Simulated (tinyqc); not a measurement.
Strained L valleys, repopulation and conductivity mass: mobility against stress.

A cubic crystal with four conduction valleys along the <111> axes under uniaxial stress X along [110] (X > 0 is tension); current along [110]. Non-degenerate electrons, fixed total density, one relaxation time for all valleys and stresses, masses unchanged by strain, so the mobility goes as the mean inverse mass.

Stress s_ij = X a_i a_j with a the unit vector along [110]; strain e_ii = s11 s_ii + s12 (s_jj + s_kk), e_ij = s44 s_ij/2. Valley shift dE = Xu (n.e.n - trace(e)/3) with n the valley axis; share f proportional to exp(-dE/Vt). Inverse mass along the current d = [110]: (n.d)^2/ml + (1 - (n.d)^2)/mt; mu/mu0 = sum f (1/m) over the plain mean of 1/m. The linear estimate is 1 - pi X with pi the small-stress slope -d(mu/mu0)/dX.

Inputs (values chosen for the exercise); values close to those of germanium: temperature T = 300 K; compliance s11 = 9.79 1/TPa; compliance s12 = -2.62 1/TPa; compliance s44 = 14.5 1/TPa; shear deformation potential Xu = 16.2 eV; longitudinal mass ml = 1.64 m0; transverse mass mt = 0.0812 m0.

Constants: q = 1.602176634e-19 C, kB = 1.380649e-23 J/K, Vt = kB T/q. Results are converted to the units shown.

Results:
```
X (MPa),splitting (meV),largest share,mu/mu0,linear estimate
25,1.9575,0.25946,1.0175,1.0176
50,3.9150,0.26889,1.0350,1.0351
100,7.8300,0.28757,1.0697,1.0702
400,31.320,0.38528,1.2510,1.2809
700,54.810,0.44642,1.3644,1.4916
1000,78.300,0.47693,1.4210,1.7023
1500,117.45,0.49474,1.4540,2.0535
2500,195.75,0.49974,1.4633,2.7558
```

Estimate the missing row, X = 200 MPa.

Computed row:
```
X (MPa),splitting (meV),largest share,mu/mu0,linear estimate
200,15.660,0.32349,1.1363,1.1405
```

With this row back in the table: The ratio mu/mu0 rises from 1.02 to 1.46; pi = -70.2e-11 1/Pa. The linear estimate of the change is 1.000 times the computed change in the first row and 3.79 times it in the last: once the splitting is several Vt (Vt = 25.9 meV) the upper valleys are nearly empty and little is left to move. At X = 2500 MPa the stress passes 1.5 GPa, where intervalley scattering and masses change too.

Numbers from tinyqc (`OMP_NUM_THREADS=1 python tinyqc.py 2530174 2530175 out.jsonl`; about 0.01 s on one thread of a shared Intel Xeon 2.30GHz).
